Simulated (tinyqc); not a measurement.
Raising U: Hubbard chain of 4 sites, mean field against exact. Computed by the program tinyqc. Collinear unrestricted mean field (the lowest of 40 random starts) against exact diagonalisation.

one-body matrix (hopping and site energies) (eV):
```
         1        2        3        4
1   0.0000  -1.1900   0.0000   0.0000
2  -1.1900   0.0000  -1.1900   0.0000
3   0.0000  -1.1900   0.0000  -1.1900
4   0.0000   0.0000  -1.1900   0.0000
```

electrons, up and down: 2  2

Exact and mean-field results (eV):
```
U            U/t    E exact  E mean field  mean |n_up - n_down|  double occupancy, exact  first gap in the sector
0.5900    0.4958  -4.762204     -4.731842                0.0000                   0.2243                   1.3071
1.1900    1.0000  -4.254685     -4.131842                0.0000                   0.1988                   1.1646
2.3800    2.0000  -3.422372     -2.971475                0.3935                   0.1521                   0.9387
4.7600    4.0000  -2.324243     -1.706842                0.8199                   0.0849                   0.6429
7.1400    6.0000  -1.704004     -1.167392                0.9177                   0.0494                   0.4731
9.5200    8.0000  -1.329435     -0.883063                0.9534                   0.0312                   0.3697
14.2800  12.0000  -0.914001     -0.592227                0.9792                   0.0152                   0.2544
23.8000  20.0000  -0.557658     -0.356404                0.9925                   0.0057                   0.1553
```

Estimate the missing row, U = 3.57.

Computed row:
```
U          U/t    E exact  E mean field  mean |n_up - n_down|  double occupancy, exact  first gap in the sector
3.5700  3.0000  -2.793438     -2.191971                0.6966                   0.1138                   0.7698
```

In absolute terms mean field is worst at U/t = 4.0, 0.617 eV too high: at small U it is nearly exact, and at large U it misses only exchange-scale energies. Its local moments set in at U/t = 2.0 of those listed, a broken symmetry that the exact state of a finite cluster with equal spins does not have. Relative to the exact energy its error is 0.6 % at the smallest U, 36 % at most and 36 % at the largest. The double occupancy falls from 0.224 to 0.006; at the largest U the first gap is 0.65 times the exchange scale 4t^2/U.
